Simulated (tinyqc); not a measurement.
# Well width from the intersubband spacing

Question. In an empty well of width L and depth Vb, level k solves kw L/2 = (k - 1) pi/2 + arctan(sqrt((mw/mb)(Vb - E)/E)) with kw = sqrt(mw E/C), C = hbar^2/(2 m0). Find L, E1 and E2 from the spacing.

Values chosen for this exercise; material values close to those of GaN in AlGaN:

| symbol | value | unit | meaning |
|---|---|---|---|
| mw | 0.202 | m0 | mass along z in the well |
| mb | 0.247 | m0 | mass along z in the barriers |
| Vb | 0.411 | eV | barrier height |

Constants: q = 1.602176634e-19 C, hbar = 1.054571817e-34 J s, m0 = 9.1093837015e-31 kg, hbar^2/(2 m0) = 0.0380998212 eV nm^2. Results are converted to the units shown.

E2 - E1 = 30.567102 meV

Answer. Both levels are solved for trial widths until their difference matches. A second level is bound only for L above 2.13 nm, and over that range one width gives this spacing.

L = 12.0 nm
E1 = 10.2 meV
E2 = 40.8 meV

Numbers from tinyqc (`OMP_NUM_THREADS=1 python tinyqc.py 2140131 2140132 out.jsonl`; about 0.1 s on one thread of a shared Intel Xeon 2.30GHz).
